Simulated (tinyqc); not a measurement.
From results back to parameters: density of states of one tight-binding band on the simple cubic lattice. Three cases, with inputs chosen for the exercise.

Problem. For E(k) = -2 t (c1 + c2 + c3) - 4 t2 (c1 c2 + c2 c3 + c3 c1), ci = cos(2 pi ki), two differences between symmetry points are known: Gamma = (0, 0, 0), X = (1/2, 0, 0), M = (1/2, 1/2, 0), R = (1/2, 1/2, 1/2).

Case 1.

E(X) - E(Gamma) = 7.5200 eV
E(M) - E(X) = 7.5200 eV

Case 2.

E(X) - E(Gamma) = 7.1600 eV
E(M) - E(X) = 7.1600 eV

Case 3.

E(X) - E(Gamma) = 2.8000 eV
E(M) - E(X) = 2.8000 eV

Find: t; t2; E(R) - E(M).

Solution. E(Gamma) = -6t - 12 t2, E(X) = -2t + 4 t2, E(M) = 2t + 4 t2, E(R) = 6t - 12 t2.

Case 1.

t = 1.880 eV
t2 = 0.000 eV
E(R) - E(M) = 7.520 eV

Case 2.

t = 1.790 eV
t2 = 0.000 eV
E(R) - E(M) = 7.160 eV

Case 3.

t = 0.700 eV
t2 = 0.000 eV
E(R) - E(M) = 2.800 eV

Computed by tinyqc, one run a case: `OMP_NUM_THREADS=1 python tinyqc.py N N+1 out.jsonl` with N = 1651842, 1651914, 1652030; one thread of a shared Intel(R) Xeon(R) Processor @ 2.30GHz, about 0.3 s a run at most.
